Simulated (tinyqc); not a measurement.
Nanowire ballistic transistor, top-of-the-barrier model: two steps of the calculation.

At the top of the source barrier, states moving towards the drain are filled by the source (Fermi level 0) and states moving back by the drain (Fermi level -q Vd); nothing scatters. U is the shift of the band edge there, set by the capacitances CG, CD and CS (the total) and by the charge. Parabolic one-dimensional subbands; the source is grounded.

Parameters, values chosen for the exercise; mass and valleys close to those of a monolayer dichalcogenide:
- T = 250 K (temperature)
- m = 0.497 m0 (effective mass)
- gv = 2 (valley degeneracy)
- eox = 16 (relative permittivity of the gate insulator)
- tox = 1.5 nm (insulator thickness)
- d = 6 nm (wire diameter)
- dE = 0.17 eV (offset of a second subband (0: none))
- aG = 0.88 (gate control CG/CS)
- aD = 0.044 (drain control CD/CS)
- E0 = 0.26 eV (band edge at the barrier top above the source Fermi level at zero bias)
- Vg = 0.8 V (gate voltage)
- Vd = 0.05 V (drain voltage)

Constants: q = 1.602176634e-19 C, kB = 1.380649e-23 J/K, hbar = 1.054571817e-34 J s, m0 = 9.1093837015e-31 kg, Vt = kB T/q, eps0 = 8.8541878128e-14 F/cm where lengths are in cm. Results are converted to the units shown.

Question 1. Density of states, capacitances and charge at zero bias. N0 = gv sqrt(2 m kB T/pi)/hbar, CG = 2 pi eps0 eox/ln(1 + 2 tox/d), CS = CG/aG, n0 = n at U = 0 and Vd = 0. eta1 = -(E0 + U)/Vt, eta2 = eta1 - Vd/Vt, n = (N0/2)[F_(-1/2)(eta1) + F_(-1/2)(eta2)], F_(-1/2)(x) = (1/sqrt(pi)) int_0^infinity u^(-1/2)/(1 + exp(u - x)) du. Each F is summed over the two subbands, F(eta) + F(eta - dE/Vt), which share the mass. UL = -(aG Vg + aD Vd).

Give: N0; CG; CS; n0; UL.

Answer 1.

N0 = 5.9817e6 cm^-1
CG = 21.953 pF/cm
CS = 24.947 pF/cm
n0 = 34.326 cm^-1
UL = -0.70620 eV

Question 2. Self-consistent potential at the barrier top. U(out) = UL + q (n - n0)/CS. Newton step: U(new) = U + (U(out) - U)/(1 + CQ/CS), CQ = (q/Vt) dn/d(eta1) with both F' summed; F' = dF_(-1/2)/dx.

U after iteration 1 = -0.48442408 eV
N0 = 5.9817497e6 cm^-1
CS = 24.946661 pF/cm
n0 = 34.325714 cm^-1
UL = -0.7062 eV

Wanted: eta1; eta2; n; U(out); CQ; U after iteration 2.

Answer 2.

eta1 = 10.42
eta2 = 8.096
n = 2.745e7 cm^-1
U(out) = -0.5299 eV
CQ = 26.03 pF/cm
U after iteration 2 = -0.5067 eV

tinyqc, about 0.05 s, one thread, Intel Xeon 2.30GHz (shared host): `OMP_NUM_THREADS=1 python tinyqc.py 2400009 2400010 out.jsonl`
